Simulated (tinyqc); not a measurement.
# Gate sheet resistance from two finger widths

Inverse problem. At low frequency R = Rsh Wf/(3 L) + B/Wf, where B collects the channel and vertical terms. Find Rsh, B and the width of lowest R.

Values chosen for this exercise: channel length L = 1.5 um.

input resistance of single fingers, contacted at one end, of width 1 and 5.3 um (ohm): 156.66667  63.635220

Solution. R Wf is a straight line in Wf^2; the minimum of R lies where both terms are equal.

Rsh = 30.0 ohm/square
B = 150 ohm um
width of lowest R = 4.74 um

Program tinyqc, `OMP_NUM_THREADS=1 python tinyqc.py 2262247 2262248 out.jsonl`; Intel Xeon 2.30GHz, shared host, one thread, about 0.01 s.
